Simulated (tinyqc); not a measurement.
Quantum limit of the contact resistance of a three-dimensional channel: one step of the calculation.

Parabolic band with gv valleys, C = hbar^2/(2 m0), eta = (EF - Ec)/(kB T). Landauer picture: each mode conducts 2 q^2/h, and the contacts and the channel add incoherently in series, 1/Tt - 1 = 2 (1/tc - 1) + L/lam for the total transmission Tt.

Problem. Fermi level and modes. n = N F12(eta), N = 2 gv (m kB T/(4 pi C))^1.5, F12(x) = (2/sqrt(pi)) int_0^infinity sqrt(u)/(1 + exp(u - x)) du; modes per area M = gv m kB T ln(1 + exp(eta))/(4 pi C); at zero temperature M0 = gv kF^2/(4 pi), kF = (3 pi^2 n/gv)^(1/3). kB T in eV.

Values chosen for this exercise:
- T = 300 K (temperature)
- m = 0.28 m0 (mass)
- gv = 2 (valleys)
- n = 1.1e19 cm^-3 (carrier density)

Constants: q = 1.602176634e-19 C, kB = 1.380649e-23 J/K, hbar = 1.054571817e-34 J s, m0 = 9.1093837015e-31 kg, Vt = kB T/q, hbar^2/(2 m0) = 0.0380998212 eV nm^2. Results are converted to the units shown.

Find: N; eta; M; M0.

Solution.

N = 7.436e18 cm^-3
eta = 0.9042
M = 3.762e12 cm^-2
M0 = 4.746e12 cm^-2

The zero-temperature count is 26 % above the thermal one.

Numbers from tinyqc (`OMP_NUM_THREADS=1 python tinyqc.py 2760129 2760130 out.jsonl`; about 0.02 s on one thread of a shared Intel Xeon 2.30GHz).
